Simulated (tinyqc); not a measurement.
# From C11 back to radial spring k2L

Model: Born-von Karman spring model of a cubic crystal with one atom per cell. Computed by tinyqc, a small Python program. Command: `OMP_NUM_THREADS=1 python tinyqc.py 3019769 3019770 out.jsonl springs inv`. One thread of a shared host (Intel(R) Xeon(R) Processor @ 2.30GHz), about 0.2 s of CPU time with the checks.

First neighbours lie at a/2 (1,1,0) (12 of them), second at a (1,0,0) (6), with all permutations and signs; the volume per atom is Omega = a^3/4.

Inputs (values chosen for the exercise, for a model crystal):

| quantity | value | unit |
|---|---|---|
| lattice constant a | 4.22 | angstrom |
| radial spring k1L | 0.402 | eV/angstrom^2 |
| transverse spring k1T | 0.029 | eV/angstrom^2 |
| transverse spring k2T | 0.0057 | eV/angstrom^2 |

Lattice: fcc.

Constants: 1 eV/angstrom^3 = 160.2176634 GPa.

Method. [ij,kl] = (1/(2 Omega)) sum_R K_ij R_k R_l; C11 = [xx,xx], C44 = [xx,yy], C12 = 2 [xy,xy] - C44; B = (C11 + 2 C12)/3; Zener ratio A = 2 C44/(C11 - C12). K(R) = kL n n^T + kT (1 - n n^T).

Task: A run gave the result below. Find the radial spring k2L, known to lie between 0.041 and 0.079 eV/angstrom^2.

C11 = 41.98766 GPa

Result:

Each step takes the trial c = (a f_b - b f_a)/(f_b - f_a), f being the result less the target and a, b, c the logarithms of the listed values; c replaces end b, the old b replaces a if the sign of f changed, and otherwise f_a is halved.

Scan of the range:

| radial spring k2L (eV/angstrom^2) | C11 (GPa) |
|---|---|
| 0.0410 | 38.9534 |
| 0.0457 | 39.6672 |
| 0.0510 | 40.4720 |
| 0.0569 | 41.3680 |
| 0.0635 | 42.3704 |
| 0.0708 | 43.4790 |
| 0.0790 | 44.7243 |

False position (Illinois rule, in the logarithm of the input) inside the bracket:

| step | end a | end b | trial | C11 (GPa) |
|---|---|---|---|---|
| 1 | 0.0569000 | 0.0635000 | 0.0608942 | 41.9746 |
| 2 | 0.0635000 | 0.0608942 | 0.0609783 | 41.9874 |
| 3 | 0.0635000 | 0.0609783 | 0.0609817 | 41.9879 |
| 4 | 0.0609783 | 0.0609817 | 0.0609800 | 41.9877 |

C11 rises at every point of a 13-point scan of the range (every second point is shown), so one value fits; it is bracketed by 0.0569 and 0.0635. The scan shows a straight line, so linear interpolation between any two rows gives the answer at once. Answer: radial spring k2L = 0.06098 eV/angstrom^2.
